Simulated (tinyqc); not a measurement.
What moves the results: thin-film optics by transfer matrices. A value that a table varies takes the place of the one given here.

Indices N = n + i k. Snell: N0 sin(theta) = N_j sin(theta_j), with Im(N_j cos theta_j) >= 0. Admittance y_j = N_j cos theta_j for s and N_j/cos theta_j for p. Phase delta_j = 2 pi N_j cos theta_j d_j/lambda. Layer matrix [[cos delta, -i sin delta/y], [-i y sin delta, cos delta]], multiplied from the top down to M. (B, C) = M (1, y_sub); r = (y0 B - C)/(y0 B + C), R = |r|^2, T = 4 Re y0 Re y_sub/|y0 B + C|^2, absorbed in the films 1 - R - T.

Ellipsometry: rho = tan(Psi) exp(i Delta) = -conj(r_p/r_s) with the r of the admittance formula, Delta in 0 to 360 degrees, so that a bare dielectric at small angles gives Delta = 180.

Parameters, chosen for this exercise (indices near those of resist, ARC on W; the results hold for these values, not for the real material):
```
symbol  value                  unit     meaning
lam     633                    nm       vacuum wavelength
n0      1                               ambient index
n       (1.639, 1.665, 3.619)           n of resist, ARC, substrate
k       (0, 0.019, 2.788)               k in the same order
d       (141, 76.1)            nm       thicknesses, top first
theta   65                     degrees  angle of incidence
pol     s                               polarisation
```

## Swing curve: thickness of the top film

The first entry of d takes the values listed.

Stack:
```
d_1 (nm)       R       T  absorbed
141.0     0.7339  0.2483    0.0178
179.6     0.6718  0.3062    0.0220
218.3     0.4019  0.5581    0.0400
256.9     0.0118  0.9221    0.0661
295.5     0.4197  0.5415    0.0388
334.1     0.6769  0.3015    0.0216
372.8     0.7339  0.2483    0.0178
411.4     0.6717  0.3064    0.0220
450.0     0.4026  0.5575    0.0400
488.6     0.0118  0.9221    0.0661
527.3     0.4201  0.5411    0.0388
565.9     0.6770  0.3014    0.0216
604.5     0.7339  0.2483    0.0178
```

R swings between 0.0118 and 0.7339 on these points. The period is lambda/(2 Re(N_1 cos theta_1)) = 231.8 nm, six rows. The film does not absorb, so the swing repeats exactly. The swing ratio (max - min)/mean is 1.43.

## Angle of incidence

Both polarisations.

Stack:
```
theta (degrees)     R_s     R_p    Psi   Delta
0                0.3961  0.3961  45.00  180.00
15               0.4191  0.3972  44.23  177.80
30               0.4847  0.3898  41.88  172.30
45               0.5804  0.3467  37.70  166.59
55               0.6537  0.2813  33.27  164.70
60               0.6927  0.2339  30.16  164.79
65               0.7339  0.1759  26.09  165.74
70               0.7780  0.1088  20.50  167.67
75               0.8261  0.0403  12.45  170.97
80               0.8789  0.0001   0.48  237.09
85               0.9370  0.1084  18.78  354.86
```

R_s and R_p agree at normal incidence (0.3961). R_p is lowest at 80 degrees of those listed (0.0001), where R_s = 0.8789; the top face alone would stop reflecting p light at arctan(n/n0) = 58.6 degrees, while the layers and the substrate below set where the minimum falls. R_s rises steadily with the angle.

## Thickness of the antireflection layer under the resist

Light arrives at normal incidence from inside the resist, taken as the ambient with its real index n; the second entry of d takes the values listed.

Reflectance back into the resist:
```
d_2 (nm)       R
0         0.3301
10        0.3288
20        0.3264
30        0.3228
40        0.3183
50        0.3130
60        0.3073
80        0.2963
100       0.2879
120       0.2838
```

Without the layer R = 0.3301; the lowest value listed is 0.2838 at 120 nm, against a quarter wave lambda/(4 n) = 95.0 nm. A very thick layer would leave only its top interface, R = 0.0001, but k is too small for that at these thicknesses.

## Sensitivity of the reflectance

R for both polarisations. Each row changes one parameter from the base and keeps the others.

Results:
```
case                          R_s     R_p     T_s
base                       0.7339  0.1759  0.2483
d = (146, 76.1) nm         0.7327  0.1789  0.2494
n = (1.672, 1.665, 3.619)  0.7443  0.1856  0.2386
k = (0, 0.019, 3.077)      0.7506  0.2018  0.2315
lam = 638 nm               0.7341  0.1755  0.2483
theta = 70 degrees         0.7780  0.1088  0.2070
```

The largest shifts from the base row, up to three for each result and ties (the steps differ in size, so this ranks the rows, not the parameters). R_s: theta +0.0442, k +0.0168, n +0.0104. R_p: theta -0.0671, k +0.0259, n +0.0096. T_s: theta -0.0413, k -0.0168, n -0.0097; unchanged at the printed digits by lam.

tinyqc: `OMP_NUM_THREADS=1 python tinyqc.py 1680160 1680161 out.jsonl`; about 0.01 s, one thread, shared Intel(R) Xeon(R) Processor @ 2.30GHz.
